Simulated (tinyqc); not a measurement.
# Hexagonal on-chip spiral inductor, lumped pi model: what changes with what

Outer diameter do = di + 2 n wd + 2 (n - 1) sp, mean da = (do + di)/2, fill p = (do - di)/(do + di), length l = 3.464 n da. L = 2.33 mu0 n^2 da/(1 + 3.82 p), mu0 = 4 pi 1e-7 H/m. Rs = rho l/(wd delta (1 - exp(-th/delta))), delta = sqrt(rho/(pi f mu0)). Cs = n wd^2 eps0 eo/hu across the coil. At each end Cox = l wd eps0 eo/(2 ho) leads to the substrate branch Rsi = 2 rs he/(l wd) in parallel with Csi = l wd eps0 11.7/(2 he). With one end grounded Y = 1/(Rs + i w L) + i w Cs + 1/[1/(i w Cox) + 1/(1/Rsi + i w Csi)], w = 2 pi f; Q = -Im Y/Re Y. Eddy currents in neighbouring turns and in the substrate are left out.

Values chosen for this exercise; values of the order met in silicon radio-frequency processes: number of turns n = 4.5; line width wd = 8 um; space between turns sp = 2 um; inner diameter di = 60 um; metal thickness th = 0.9 um; metal resistivity rho = 3 uohm cm; oxide below the coil ho = 9.5 um; oxide between coil and underpass hu = 0.7 um; relative permittivity of the oxide eo = 3; substrate resistivity rs = 10 ohm cm; effective spreading depth in the substrate he = 50 um; frequency f = 3.3 GHz.

Constants: eps0 = 8.8541878128e-12 F/m. Results are converted to the units shown.

Each table varies one quantity; the others keep the values above.

## Quality factor against frequency

Apparent inductance Im(1/Y)/w; share of the loss Re(substrate branch)/Re Y.

Results:
```
f (GHz),Rs (ohm),w L/Rs,Q,apparent inductance (nH),loss in the substrate (%)
0.39,7.395,0.7799,0.7790,2.353,0.001786
0.64,7.601,1.245,1.243,2.354,0.007794
1.1,7.900,2.059,2.050,2.359,0.04825
2.8,8.683,4.769,4.607,2.396,1.335
4.6,9.303,7.312,6.478,2.468,6.637
7.5,10.12,10.96,7.435,2.653,22.78
12,11.17,15.89,5.933,3.196,48.04
20,12.72,23.25,1.735,6.521,72.51
```

Estimate the missing row, f = 1.7 GHz.

Computed row:
```
f (GHz),Rs (ohm),w L/Rs,Q,apparent inductance (nH),loss in the substrate (%)
1.7,8.214,3.060,3.028,2.369,0.2279
```

With this row back in the table: Q goes from 0.779 through a maximum of 7.44 (at f = 7.5 GHz among the rows listed) to 1.73; the exact peak is 7.44 at 7.31 GHz and Q reaches zero at the self-resonance, 23.6 GHz. The share of the substrate rises from 0.00179 to 72.5 %, and the apparent inductance ends at 2.77 times L. At the peak the substrate takes 21.6 % of the loss. For f = 20 the coil is longer than 0.15 of a wavelength in the oxide, where one lumped section is rough.

## Effect of the substrate resistivity

Same model as above.

Peak Q and its frequency from a search over f; self-resonance where Im Y = 0; Q at the given f (negative beyond resonance).

The same in every row: L (nH) = 2.354; do (um) = 146.0.

Effect of the substrate resistivity:
```
rs (ohm cm),peak Q,f of the peak (GHz),self-resonance (GHz),Q at f
0.1,9.867,9.891,19.29,5.335
1,8.819,8.350,19.57,5.321
3,7.914,7.264,21.22,5.291
10,7.439,7.307,23.59,5.224
30,8.884,9.756,24.00,5.235
100,10.66,11.52,24.05,5.333
1000,11.80,12.52,24.06,5.389
10000,11.94,12.64,24.06,5.395
```

What does the table show?

As rs goes from 0.1 to 10000, L stays at 2.35 nH, the peak Q goes from 9.87 through a minimum of 7.44 (at rs = 10 among the rows listed) to 11.9, its frequency goes from 9.89 through a minimum of 7.26 (at rs = 3 among the rows listed) to 12.6 GHz and the self-resonance rises from 19.3 to 24.1 GHz. In this model both a very low and a very high resistivity dissipate little: the first shorts the branch to a pure Cox, the second blocks the current. For rs = 0.1, 1 eddy currents in the substrate, left out, would lower Q markedly.

Numbers from tinyqc (`OMP_NUM_THREADS=1 python tinyqc.py 2302176 2302177 out.jsonl`; about 0.01 s on one thread of a shared Intel Xeon 2.30GHz).
